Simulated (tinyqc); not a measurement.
Worked calculation: Pariser-Parr-Pople SCF with singles CI, for the molecule O=c1cccccc1 (SMILES; centres numbered as the heavy atoms are written). Computed by tinyqc, a small Python program that keeps every step. Settings: charge = 0, gamma = Ohno, start = huckel, damping = 0.5, iteration cap = 55, excitations kept = 6. Command: `OMP_NUM_THREADS=1 python tinyqc.py 30372 30373 out.jsonl` (the two numbers bound the seeds that draw the settings). One thread of a shared host (Intel(R) Xeon(R) Processor @ 2.60GHz), about 0.01 s of CPU time with the checks. Later iterations appear only in the table of the cycle.

## PPP integrals

Centres (angstrom, eV; a flat drawing with bonds scaled to 1.40 angstrom):
```
centre          x          y  core charge z          W   gamma_rr
1O       2.637000   0.000000              1  17.700000  15.200000
2C       1.237000   0.000000              1  11.160000  11.130000
3C       0.629000   1.261000              1  11.160000  11.130000
4C      -0.736000   1.573000              1  11.160000  11.130000
5C      -1.830000   0.700000              1  11.160000  11.130000
6C      -1.830000  -0.700000              1  11.160000  11.130000
7C      -0.736000  -1.573000              1  11.160000  11.130000
8C       0.629000  -1.261000              1  11.160000  11.130000
```

Resonance integrals (eV):
```
i  j       beta
1  2  -2.510000
2  3  -2.390000
3  4  -2.390000
4  5  -2.390000
5  6  -2.390000
6  7  -2.390000
7  8  -2.390000
8  2  -2.390000
```

Ohno: gamma = 14.399645/sqrt(R^2 + a^2), a = 2 x 14.399645/(gamma_rr + gamma_ss); H_rr = -W_r - sum_(s != r) z_s gamma_rs; H_rs = beta for bonds.

repulsion gamma_rs (eV), lower triangle:
```
           1O         2C         3C         4C         5C         6C         7C         8C
1O  15.200000
2C   8.105103  11.130000
3C   5.514497   7.554085  11.130000
4C   3.712060   5.078081   7.553271  11.130000
5C   3.095413   4.233299   5.079867   7.554938  11.130000
6C   3.095413   4.233299   4.234084   5.079247   7.553862  11.130000
7C   3.712060   5.078081   4.233612   4.233148   5.079247   7.554938  11.130000
8C   5.514497   7.554085   5.080158   4.233612   4.234084   5.079867   7.553271  11.130000
```

core matrix H (eV), lower triangle:
```
            1O          2C          3C          4C          5C          6C          7C          8C
1O  -50.449045
2C   -2.510000  -52.996033
3C    0.000000   -2.390000  -50.409574
4C    0.000000    0.000000   -2.390000  -48.604356
5C    0.000000    0.000000    0.000000   -2.390000  -47.990711
6C    0.000000    0.000000    0.000000    0.000000   -2.390000  -47.990711
7C    0.000000    0.000000    0.000000    0.000000    0.000000   -2.390000  -48.604356
8C    0.000000   -2.390000    0.000000    0.000000    0.000000    0.000000   -2.390000  -50.409574
```

## Starting guess

pi electrons, sum of z_r less the charge = 8

Orbitals of the Hueckel matrix of the beta values.

P at the start, lower triangle:
```
           1O         2C         3C         4C         5C        6C        7C        8C
1O   1.292639
2C   0.767760   0.978502
3C  -0.164955   0.441408   0.945022
4C  -0.304189   0.039721   0.769566   0.964052
5C   0.206670  -0.092857   0.058751   0.533490   0.955356
6C   0.206670  -0.092857  -0.328933   0.050055   0.740207  0.955356
7C  -0.304189   0.039721  -0.101553  -0.122216   0.050055  0.533490  0.964052
8C  -0.164955   0.441408   0.246439  -0.101553  -0.328933  0.058751  0.769566  0.945022
```

## Iteration 1: Fock matrix

F_rr = H_rr + P_rr gamma_rr / 2 + sum_(s != r) P_ss gamma_rs; F_rs = H_rs - P_rs gamma_rs / 2; E = tr P (H + F) / 2 + core repulsion sum_(r<s) z_r z_s gamma_rs.

F (eV), lower triangle:
```
           1O         2C         3C         4C         5C         6C         7C         8C
1O  -9.199807
2C  -5.621387  -4.916466
3C   0.454821  -4.057217  -5.568421
4C   0.564584  -0.100854  -5.296372  -6.182165
5C  -0.319865   0.196545  -0.149224  -4.405241  -6.332090
6C  -0.319865   0.196545   0.696366  -0.127121  -5.185711  -6.332090
7C   0.564584  -0.100854   0.214968   0.258680  -0.127121  -4.405241  -6.182165
8C   0.454821  -4.057217  -0.625973   0.214968   0.696366  -0.149224  -5.296372  -5.568421
```

pi energy = -111.695018 eV

## Iteration 1: orbitals and new P

Diagonalise F (the basis is taken as orthonormal) and form P = 2 sum c c over the lowest orbitals; 0.5 of the old P is kept.

orbital energies (eV): -15.363194  -13.707838  -12.549158  -10.175103  -2.055357  -1.642477  2.074844  3.136659

P after iteration 1, lower triangle:
```
           1O         2C         3C         4C         5C        6C        7C        8C
1O   1.391935
2C   0.751631   0.892586
3C  -0.155064   0.434741   0.936047
4C  -0.276693   0.075110   0.775296   0.961457
5C   0.183475  -0.108421   0.055520   0.530649   0.960236
6C   0.183475  -0.108421  -0.325622   0.046507   0.747819  0.960236
7C  -0.276693   0.075110  -0.093351  -0.142226   0.046507  0.530649  0.961457
8C  -0.155064   0.434741   0.252147  -0.093351  -0.325622  0.055520  0.775296  0.936047
```

## Iteration 2: Fock matrix

As before.

F (eV), lower triangle:
```
           1O         2C         3C         4C         5C         6C         7C         8C
1O  -9.229557
2C  -5.556024  -4.710418
3C   0.427549  -4.032036  -5.750548
4C   0.513550  -0.190708  -5.318010  -6.319419
5C  -0.283966   0.229488  -0.141017  -4.394510  -6.440794
6C  -0.283966   0.229488   0.689356  -0.118111  -5.214460  -6.440794
7C   0.513550  -0.190708   0.197605   0.301032  -0.118111  -4.394510  -6.319419
8C   0.427549  -4.032036  -0.640473   0.197605   0.689356  -0.141017  -5.318010  -5.750548
```

pi energy = -111.915422 eV

## Iteration 2: orbitals and new P

As before.

orbital energies (eV): -15.461934  -13.694333  -12.711595  -10.234967  -2.199965  -1.647706  1.954701  3.034303

P after iteration 2, lower triangle:
```
           1O         2C         3C         4C         5C        6C        7C        8C
1O   1.451298
2C   0.742379   0.836319
3C  -0.147975   0.428221   0.932872
4C  -0.258484   0.096093   0.780440   0.960002
5C   0.168050  -0.116530   0.052526   0.526993   0.963317
6C   0.168050  -0.116530  -0.323850   0.044357   0.754104  0.963317
7C  -0.258484   0.096093  -0.087825  -0.153673   0.044357  0.526993  0.960002
8C  -0.147975   0.428221   0.255761  -0.087825  -0.323850  0.052526  0.780440  0.932872
```

## Convergence

Stop when output and input P, before any damping, agree to 1e-7.

Course of the cycle:
```
iteration         E (eV)  largest |P(out) - P(in)|
1          -111.69501839                  1.99e-01
2          -111.91542179                  1.19e-01
3          -112.05250511                  7.43e-02
4          -112.13314655                  4.94e-02
5          -112.17917734                  3.32e-02
6          -112.20503087                  2.26e-02
7          -112.21944638                  1.55e-02
8          -112.22747708                  1.07e-02
9          -112.23196954                  7.54e-03
10         -112.23450381                  5.36e-03
11         -112.23595061                  3.85e-03
...                  ...                       ...
45         -112.23807974                  4.67e-06
46         -112.23807974                  3.86e-06
47         -112.23807974                  3.19e-06
48         -112.23807974                  2.64e-06
49         -112.23807974                  2.18e-06
50         -112.23807974                  1.80e-06
51         -112.23807974                  1.49e-06
52         -112.23807974                  1.23e-06
53         -112.23807974                  1.02e-06
54         -112.23807974                  8.43e-07
55         -112.23807974                  6.97e-07
```

Not converged within 55 iterations: the residual falls steadily but slowly, by a factor of about 0.83 a step. Reruns (cap 100 unless said): damping 0: converged in 30 (E = -112.23808); the original settings with a cap of 400: converged in 66 (E = -112.23808).
